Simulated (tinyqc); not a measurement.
Electron-beam lithography: double-Gaussian proximity function, edge placement and dose correction for parallel lines: one step, computed by the program tinyqc.

Lines are infinitely long. Absorbed energy is counted so that the middle of a very large area written at dose 1 receives 1; the resist develops where it exceeds 1/2.

Question. Interaction matrix. f(r) = [exp(-r^2/alpha^2)/alpha^2 + eta exp(-r^2/beta^2)/beta^2]/(pi (1 + eta)). A line from a to b at dose d gives E(x) = d [S(alpha) + eta S(beta)]/(1 + eta), S(s) = [erf((b - x)/s) - erf((a - x)/s)]/2. M_ij is the mean of E at the two edges of line i from line j at dose 1.

Inputs (values chosen for the exercise, of the order of those for 30 keV electrons in resist on silicon): forward range alpha = 0.0092 micrometre; backscatter range beta = 4.1 micrometre; backscatter ratio eta = 0.95.

Lines (micrometre):

| line | left edge | right edge | centre |
|---|---|---|---|
| 1 | 0.000 | 6.800 | 3.4000 |
| 2 | 6.920 | 6.955 | 6.9375 |
| 3 | 7.095 | 7.195 | 7.1450 |
| 4 | 7.365 | 7.401 | 7.3830 |

Give: M.

Answer.

M:
```
        1       2       3       4
1  0.4954  0.0012  0.0035  0.0012
2  0.2303  0.2588  0.0067  0.0024
3  0.2172  0.0023  0.2631  0.0024
4  0.2021  0.0023  0.0067  0.2588
```
